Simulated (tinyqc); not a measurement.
Inside a calculation. Method: bound state in one dimension: Numerov shooting, finite differences, DVR. Computed by tinyqc, a small Python program that keeps every step. Settings: points = 96. Command: `OMP_NUM_THREADS=1 python tinyqc.py 24352 24353 out.jsonl` (the two numbers bound the seeds that draw the settings). One thread of a shared host (Intel(R) Xeon(R) Processor @ 2.60GHz), about 0.01 s of CPU time with the checks.

## Numerov steps at E = 0.1

One particle of mass 1 in V = 5.32 (x^2 - 1.4^2)^2 / 1.4^4 (atomic units), psi = 0 at both ends:
```
parameter,value
left end,-3.400000
right end,3.400000
intervals,96
h,0.070833
state sought (nodes),1
```

k_i = 2 m (E - V_i); (1 + h^2 k_(i+1)/12) y_(i+1) = 2 (1 - 5 h^2 k_i/12) y_i - (1 + h^2 k_(i-1)/12) y_(i-1), from y_0 = 0, y_1 = 0.001.

Points along the way:
```
i,x,V,k,y
0,-3.4000,127.6268,-255.0536,0.0000
1,-3.3292,115.2679,-230.3357,0.0010
2,-3.2583,103.7786,-207.3572,0.0032
3,-3.1875,93.1202,-186.0403,0.0091
4,-3.1167,83.2545,-166.3089,0.0240
5,-3.0458,74.1443,-148.0885,0.0600
32,-1.1333,0.6320,-1.0640,1842.6072
33,-1.0625,0.9565,-1.7131,1997.9549
34,-0.9917,1.3208,-2.4416,2170.6488
35,-0.9208,1.7126,-3.2252,2370.1288
36,-0.8500,2.1208,-4.0415,2608.1937
37,-0.7792,2.5347,-4.8694,2899.4313
```

## Bisection on the node count

With more sign changes than the state has nodes (the last point included) the energy is too high, else too low; the bracket starts as 0.1 to 12.

Trials:
```
trial,E,sign changes,y at the right end,next
1,6.050000,3,-3.01e+06,lower
2,3.075000,2,3.14e+08,lower
3,1.587500,0,1.93e+09,raise
4,2.331250,2,3.49e+07,lower
5,1.959375,0,1.43e+08,raise
6,2.145313,0,6.96e+05,raise
7,2.238281,2,4.81e+06,lower
8,2.191797,1,-1.42e+06,raise
9,2.215039,2,7.83e+05,lower
10,2.203418,1,-5.61e+05,raise
11,2.209229,2,5.19e+04,lower
12,2.206323,1,-2.69e+05,raise
13,2.207776,1,-1.12e+05,raise
14,2.208502,1,-3.12e+04,raise
...,...,...,...,...
29,2.208776,2,2.50e+00,lower
30,2.208776,2,1.23e+00,lower
31,2.208776,2,6.00e-01,lower
```

eigenvalue = 2.208776 hartree

## The same grid by other methods

Three-point finite differences and the sine-DVR kinetic matrix of Colbert and Miller on the same points.

Lowest levels (hartree):
```
state,finite differences,DVR
0,2.1476,2.1504
1,2.2060,2.2088
2,5.3002,5.3058
3,6.3550,6.3694
```
